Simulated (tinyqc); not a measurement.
# Floating body of a partially depleted SOI transistor: body voltage and kink, step by step

Numbers from tinyqc (`OMP_NUM_THREADS=1 python tinyqc.py 2182016 2182017 out.jsonl`; about 0.2 s on one thread of a shared Intel Xeon 2.30GHz). Printed values are rounded.

Source at 0 V. Channel current Ic = 2 nf K Vt^2 [F(0) - F(Vd)](1 + la Vd), F(V) = ln^2(1 + exp((Vg - VT - nf V)/(2 nf Vt))), VT = VT0 - gb Vb. Saturation voltage Vs = 2 Vt sqrt(F(0)) + 3 Vt, excess Ve = (Vd - Vs + sqrt((Vd - Vs)^2 + 0.0004 V^2))/2, multiplication M1 = Ai Ve exp(-Bl/Ve). Each junction passes D(v) = J1 (exp(v/Vt) - 1) + J2 (exp(v/(2 Vt)) - 1). Bipolar current Ib = bb J1 (exp(Vb/Vt) - 1). The body settles where M1 (Ic + Ib) = D(Vb) + D(Vb - Vd) + Vb/Rb; drain current Id = (1 + M1)(Ic + Ib) - D(Vb - Vd).

Parameters, values chosen for the exercise; values of the order met in partially depleted silicon-on-insulator transistors: temperature T = 300 K; threshold at zero body voltage VT0 = 0.39 V; fall of the threshold per volt of body voltage gb = 0.27; slope factor nf = 1.27; gain factor per width K = 260 uA/(V^2 um); channel-length modulation factor la = 0.03 1/V; impact-ionisation prefactor Ai = 2.22 1/V; impact-ionisation voltage Bl = 5.4 V; diffusion saturation current of each junction J1 = 8e-12 uA/um; recombination saturation current of each junction J2 = 3.7e-8 uA/um; gain of the lateral bipolar transistor on the diffusion current bb = 0.5; resistance of a weak body tie to the source (1e9 stands for no tie, and the term is then dropped) Rb = 1e9 kohm um; gate voltage Vg = 0.98 V; drain voltage Vd = 1.9 V.

Constants: q = 1.602176634e-19 C, kB = 1.380649e-23 J/K, Vt = kB T/q. Results are converted to the units shown.

Range of the model: The multiplication law is an empirical form chosen for the exercise; self-heating and capacitive coupling to the body are left out, and the linear laws are rough once Vb passes about 0.7 V or M1 about 0.1.

## Starting value

Vb = 0.78 V.

Vb at the start = 0.78 V

## Iteration 1: new Vb

Current into the body I_in = M1 (Ic + Ib) - D(Vb - Vd), current out I_out = D(Vb) + Vb/Rb; f = ln(I_in/I_out), s = df/dVb by central differences over 1e-5 V, Vb(new) = Vb - f/s.

Ic = 69.3499 uA/um
Ve = 1.19213 V
M1 = 0.0285402
I_in = 3.42784 uA/um
I_out = 101.643 uA/um
f = -3.38954
s = -22.9067 1/V
Vb after iteration 1 = 0.632029 V

## Iteration 2: new Vb

As before.

Ic = 62.6012 uA/um
Ve = 1.22359 V
M1 = 0.0329111
I_in = 2.06573 uA/um
I_out = 0.339201 uA/um
f = 1.80664
s = -38.3824 1/V
Vb after iteration 2 = 0.679098 V

## Course of the iteration

Stop when the step is below 1e-10 V, or after 40 iterations.

Course of the iteration:
```
iteration  Vb before the step (V)  step (V)
1                            0.78    -0.148
2                        0.632029    0.0471
3                        0.679098   2.29e-5
4                        0.679121  1.25e-10
5                        0.679121         0
```

Converged in 5 iterations.

## Drain current with floating and with grounded body

converged Vb = 0.679121 V

Id and VT at the converged Vb, Id at Vb = 0, their ratio, and the bipolar share Ib/(Ic + Ib).

VT = 0.206637 V
Id, floating = 67.8057 uA/um
Id, grounded = 39.7933 uA/um
ratio = 1.70395
bipolar share = 1.55949 %

The body rises to 0.679 V and lowers the threshold by 183 mV.
